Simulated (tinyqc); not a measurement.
Small-signal admittance of a forward-biased p+-n diode: two steps of the calculation.

Holes injected into a neutral base of width wb with an ohmic contact at its end; low injection, p0 far above the equilibrium density. A small voltage v exp(i w t), w = 2 pi f, modulates the edge density by p0 v/Vt, and the small-signal density obeys Dp d2p/dx2 = (1/tau + i w) p.

Inputs (values chosen for the exercise); permittivity close to that of silicon: temperature T = 275 K; relative permittivity eps_r = 11.7; donor density of the base Nd = 2.6e15 cm^-3; hole diffusion coefficient Dp = 9.9 cm^2/s; hole lifetime tau = 7e-9 s; width of the neutral base wb = 1.2 um; excess hole density at the junction edge p0 = 3.4e13 cm^-3; acceptor density of the p+ side Na = 4e18 cm^-3; signal frequency f = 2.6e7 Hz.

Constants: q = 1.602176634e-19 C, kB = 1.380649e-23 J/K, Vt = kB T/q, eps0 = 8.8541878128e-14 F/cm where lengths are in cm. Results are converted to the units shown.

Problem 1. Closed-form admittance. L = sqrt(Dp tau); direct current J = (q Dp p0/L) coth(wb/L); k = sqrt(1 + i w tau)/L; diffusion admittance Y = (q Dp p0/Vt) k coth(k wb) = G + i w C_diff; junction capacitance C_j = sqrt(q eps0 eps_r Nd/(2 Vr)) in the depletion approximation, with the remaining barrier Vr = Vt ln(Na/p0), a rough value under forward bias; base-width modulation is left out.

Find: L; J; k wb; Y; C_diff; C_j.

Solution 1.

L = 2.6325 um
J = 0.48012 A/cm^2
k wb = 0.51159+0.23223i
Y = 20.282+1.461i S/cm^2
C_diff = 0.0089444 uF/cm^2
C_j = 0.027926 uF/cm^2

G is 1.00 times its low-frequency value J/Vt, and C_diff is 0.320 times C_j.

Problem 2. The same by finite differences. 9 equal intervals, h = wb/9; u = small-signal density over its edge value, u_0 = 1, u_9 = 0; u_(i-1) + b u_i + u_(i+1) = 0 with b = -2 - h^2 (1/tau + i w)/Dp; Y = (q Dp p0/(Vt h)) (-b/2 - u_1), which includes the half box at the edge.

Give: b; u; Y on the mesh.

Solution 2.

b = -2.0026-0.0029i

| node | u |
|---|---|
| 1 | 0.88240-0.00715i |
| 2 | 0.76709-0.01173i |
| 3 | 0.65378-0.01410i |
| 4 | 0.54218-0.01458i |
| 5 | 0.43202-0.01350i |
| 6 | 0.32301-0.01120i |
| 7 | 0.21486-0.00797i |
| 8 | 0.10729-0.00414i |

Y on the mesh = 20.290+1.471i S/cm^2

Computed by the program tinyqc: `OMP_NUM_THREADS=1 python tinyqc.py 2890142 2890143 out.jsonl`, one thread of a shared Intel Xeon 2.30GHz, about 0.01 s for the whole run.
